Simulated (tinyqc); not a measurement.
From results back to parameters: inversion layer as a triangular well, valleys of the Ge type. Four cases, with inputs chosen for the exercise.

Problem. The spacing of the two lowest levels of one ladder was computed from a hidden sheet density Ns.

The field is taken as constant, e F = 4 pi (e^2/4 pi eps0)(Nd + eta Ns)/eps, with 1e12/cm^2 = 1e-4/angstrom^2, and the oxide as a hard wall at z = 0; c = hbar^2/2m0.

Level j of a valley lies at E_j = a_j (c (e F)^2/m_z)^(1/3) above the band edge at the surface, with the Airy zeros a_j = 2.338107, 4.087949, 5.520560, 6.786708, 7.944134, 9.022651, 10.040174, 11.008524, 11.936016, 12.828777, and has <z> = 2 E_j/(3 e F).

Constants: hbar^2/2m0 = 3.80998211 eV angstrom^2; e^2/(4 pi eps0) = 14.39964547 eV angstrom.

Case 1.

Values chosen (near those of Ge; shifted at random, so the results belong to these values and not to a real crystal):
- m_z = 1.621 m0 (confinement mass)
- eps = 16.3 (dielectric constant)
- Nd = 1.5 x 1e12/cm^2 (depletion charge)
- eta = 0.5 (share of Ns in the effective field)

E_1 - E_0 = 91.2768 meV

Case 2.

Values chosen (near those of Ge; shifted at random, so the results belong to these values and not to a real crystal):
- m_z = 1.585 m0 (confinement mass)
- eps = 16.2 (dielectric constant)
- Nd = 0.1 x 1e12/cm^2 (depletion charge)
- eta = 0.5 (share of Ns in the effective field)

E_1 - E_0 = 23.5228 meV

Case 3.

Values chosen (near those of Ge; shifted at random, so the results belong to these values and not to a real crystal):
- m_z = 1.617 m0 (confinement mass)
- eps = 15.7 (dielectric constant)
- Nd = 0.82 x 1e12/cm^2 (depletion charge)
- eta = 0.75 (share of Ns in the effective field)

E_1 - E_0 = 74.2943 meV

Case 4.

Values chosen (near those of Ge; shifted at random, so the results belong to these values and not to a real crystal):
- m_z = 0.1199 m0 (confinement mass)
- eps = 16.2 (dielectric constant)
- Nd = 0.17 x 1e12/cm^2 (depletion charge)
- eta = 0.75 (share of Ns in the effective field)

E_1 - E_0 = 150.2251 meV

Find: F; Ns.

Solution. e F = sqrt(m_z/c) [(E_1 - E_0)/(a_1 - a_0)]^(3/2), with a_0 and a_1 the first two zeros; then Ns = (eps e F/(4 pi e^2/4 pi eps0) - Nd)/eta.

Case 1.

F = 0.7771 MV/cm
Ns = 11.00 x 1e12/cm^2

Case 2.

F = 0.1005 MV/cm
Ns = 1.60 x 1e12/cm^2

Case 3.

F = 0.5699 MV/cm
Ns = 5.50 x 1e12/cm^2

Case 4.

F = 0.4462 MV/cm
Ns = 5.10 x 1e12/cm^2

Computed by tinyqc, one run a case: `OMP_NUM_THREADS=1 python tinyqc.py N N+1 out.jsonl` with N = 1250176, 1250282, 1250519, 1250966; one thread of a shared Intel(R) Xeon(R) Processor @ 2.30GHz, about 0.03 s a run at most.
